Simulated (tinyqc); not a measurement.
Worked calculation: plasmons of a degenerate electron gas in the random-phase approximation. Values are carried at full precision from step to step, so a last printed digit may differ when a step is redone from the rounded ones.

Zero temperature, parabolic band: kF = (3 pi^2 n)^(1/3), EF = c kF^2/m, Ep^2 = 8 pi c e2 n/(m eb), qTF^2 = 6 pi e2 n/(eb EF), c = hbar^2/2m0, e2 = e^2/(4 pi eps0), n in 1/angstrom^3 (1e-24 per 1/cm^3).

Constants: hbar^2/2m0 = 3.80998211 eV angstrom^2; e^2/(4 pi eps0) = 14.39964547 eV angstrom; a0 (Bohr radius) = 0.5291772105 angstrom.

Parameters, chosen for this exercise (mass and background constant near those of GaN; polar phonons, which mix with the plasmon in the real crystal, and the rise of the mass with filling are left out; not measured data): n = 6.6e+17 1/cm^3 (electron density); m = 0.206 m0 (mass); eb = 5.3 (background dielectric constant); q = 0.00536 1/angstrom (wave vector); E = 44.7 meV (energy transfer); qp = 0.0242 1/angstrom (wave vector of the plasmon).

## Scales of the gas

Also rs = (3/(4 pi n))^(1/3) m/(a0 eb).

kF = 0.026935 1/angstrom
EF = 13.418 meV
Ep = 28.871 meV
qTF = 0.050189 1/angstrom
hbar vF = 0.99634 eV angstrom
rs = 5.233

Ep/EF = 2.152. With rs above 1 exchange and correlation, left out here, lower the dispersion noticeably.

## The dielectric function at one point

Lindhard function: eps(q, E)/eb = 1 + (qTF/q)^2 (f1 + i f2) with z = q/(2 kF), u = E/(hbar vF q), hbar vF = 2 c kF/m; f1 = 1/2 + [h(z - u) + h(z + u)]/(8 z), h(x) = (1 - x^2) ln|(x + 1)/(x - 1)|; f2 = pi u/2 for z + u < 1, (pi/(8 z))(1 - (z - u)^2) for |z - u| < 1 < z + u, else 0. Pairs exist for c (q^2 - 2 q kF)/m < E < c (q^2 + 2 q kF)/m.

E in eV is E/1000. Give also the loss function Im(-eb/eps).

z, u: [0.0995, 8.3702]

f1, f2: [-0.0048, 0.0000]

eps/eb = 0.579
loss function = 0.000

The point lies outside the pair continuum: eps is real, and there is loss only on the plasmon line eps = 0.

## The plasmon at one wave vector

Solve f1 (qTF/q)^2 = -1 above the continuum, and compare with E^2 = Ep^2 + (3/5)(hbar vF q)^2 + (c q^2/m)^2.

top of the continuum = 34.94 meV
plasmon energy = 37.57 meV
short formula = 36.05 meV

The plasmon lies 2.63 meV above the continuum and 30.1 % above Ep; the short formula errs by -4.05 %.

## Where Landau damping starts

Find qc at which the plasmon meets the top of the continuum, eps(qc, c (qc^2 + 2 qc kF)/m) = 0, and compare with Ep/(hbar vF).

qc = 0.02813 1/angstrom
qc/kF = 1.045
energy there = 42.67 meV
Ep/(hbar vF) = 0.02898 1/angstrom

The simple estimate is 1.030 times qc.

## Checks

- F-sum of the loss function at q = 1.3 qc over (pi/2) Ep^2 against 1: both 1.00.
- f1 at E = 0 and z = 0.6 against the static Lindhard function: both 0.86968.

tinyqc: `OMP_NUM_THREADS=1 python tinyqc.py 1650567 1650568 out.jsonl`; about 0.01 s, one thread, shared Intel(R) Xeon(R) Processor @ 2.30GHz.
